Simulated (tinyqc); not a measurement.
Coupled-perturbed Hartree-Fock on RHF in the 6-31g basis, for H2, spin multiplicity 1, step by step. One step of it, computed by the program tinyqc.

Task: Orthogonalisation. S = U s U^T; canonical form X = U s^(-1/2), so that X^T S X = 1. Each column of U has its largest component positive (the first on a tie).

overlap S, order 1H 1s, 1H 2s, 2H 1s, 2H 2s:
```
[[1.000000, 0.658292, 0.371410, 0.473432],
 [0.658292, 1.000000, 0.473432, 0.816913],
 [0.371410, 0.473432, 1.000000, 0.658292],
 [0.473432, 0.816913, 0.658292, 1.000000]]
```

Give: eigenvalues of S; X.

Result:

eigenvalues of S: [0.116, 0.441, 0.695, 2.748]

X, order 1H 1s, 1H 2s, 2H 1s, 2H 2s:
```
[[-0.704, 0.823, 0.798, 0.271],
 [1.950, -0.677, 0.288, 0.329],
 [0.704, 0.823, -0.798, 0.271],
 [-1.950, -0.677, -0.288, 0.329]]
```
